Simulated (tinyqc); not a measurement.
## Margin needed against array size

Cells fail independently with probability Q(k) = erfc(k/sqrt(2))/2 when the margin is k standard deviations, and Y = exp(-Nb Q(k)). phi = exp(-k^2/2)/sqrt(2 pi).  k solves Y = exp(-Nb Q(k)); the estimate is sqrt(2 ln(Nb/(-ln Y))).

Parameters, values chosen for the exercise: wanted yield Y = 0.999.

Margin needed against array size:
```
Nb           allowed Q      k  estimate
2048          4.885e-7  4.896     5.391
32768         3.053e-8  5.416     5.883
524288        1.908e-9  5.892     6.337
8388608      1.193e-10  6.334     6.760
134217728    7.454e-12  6.749     7.159
2147483648   4.659e-13  7.140     7.536
34359738368  2.912e-14  7.512     7.895
```

A 1.68e7-fold larger array raises k only from 4.90 to 7.51; the last factor of 16 costs 0.37 standard deviations. The estimate, which drops the factor 1/(k sqrt(2 pi)) of the tail, is 10 % above k in the first row and 5.1 % above it in the last.

tinyqc, about 0.01 s, one thread, Intel Xeon 2.30GHz (shared host): `OMP_NUM_THREADS=1 python tinyqc.py 2090121 2090122 out.jsonl`
